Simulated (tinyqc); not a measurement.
## Charge pumping in an n-channel transistor: scanning the upper gap with the fall time

The gate is pulsed from accumulation to inversion and back. Energies E are counted from the intrinsic level; Dit(E) = D0 [1 + b (2 E/Eg)^2]. During each edge the traps near the bands emit their carriers, and those between Eh and Ee recombine once a cycle.

ni = sqrt(Nc Nv) exp(-Eg/(2 Vt)), Eg in volts; emission times te = (dV/Va) tf and th = (dV/Va) tr; Ee = -Vt ln(vth sn ni te), Eh = +Vt ln(vth sp ni th). Nit = integral of Dit from Eh to Ee = D0 [Ee - Eh + 4 b (Ee^3 - Eh^3)/(3 Eg^2)], Qcp = q A Nit, Icp = f Qcp.

Inputs (values chosen for the exercise); band and dielectric values close to those of germanium: temperature T = 200 K; band gap Eg = 0.67 eV; conduction-band density of states at 200 K Nc = 5.77e18 cm^-3; valence-band density of states at 200 K Nv = 3.31e18 cm^-3; gate area A = 1.2 um^2; trap density at midgap D0 = 4.5e10 cm^-2 eV^-1; rise of the trap density towards the band edges b = 4.4; cross-section for electrons sn = 3.6e-15 cm^2; cross-section for holes sp = 4.9e-16 cm^2; thermal velocity at 200 K, one nominal value for electrons and holes vth = 1.1e7 cm/s; Vth - Vfb dV = 0.53 V; pulse height Va = 3.4 V; frequency f = 33000 Hz; rise time tr = 940 ns.

Constants: q = 1.602176634e-19 C, kB = 1.380649e-23 J/K, Vt = kB T/q. Results are converted to the units shown.

The same in every row: Eh (eV) = -0.19460.

Results:
```
tf (ns)  Ee (eV)  Nit (cm^-2)  Icp (pA)
1        0.27821    3.8274e10    2.4284
3.2      0.25817    3.4827e10    2.2097
10       0.23853    3.1806e10    2.0179
31       0.21903    2.9126e10    1.8480
97       0.19937    2.6723e10    1.6954
300      0.17991    2.4611e10    1.5615
950      0.16004    2.2703e10    1.4404
9200     0.12091    1.9571e10    1.2417
```

Estimate the missing row, tf = 2900 ns.

Computed row:
```
tf (ns)  Ee (eV)  Nit (cm^-2)  Icp (pA)
2900     0.14081    2.1069e10    1.3367
```

With this row back in the table: Ee falls from 0.278 to 0.121 eV, by Vt ln 10 a decade, and Icp falls from 2.43 to 1.24 pA. The slope -dNit/d(ln tf)/Vt gives Dit = 1.72e11 cm^-2 eV^-1 near E = 0.268 eV and 7.53e10 near 0.131 eV, against 1.72e11 and 7.52e10 from the profile.

Range of the model: The Fermi levels of inversion and accumulation are taken to lie beyond Ee and Eh, the flat tops to fill all traps, and no geometric current is added.

Program tinyqc, `OMP_NUM_THREADS=1 python tinyqc.py 2030061 2030062 out.jsonl`; Intel Xeon 2.30GHz, shared host, one thread, about 0.01 s.
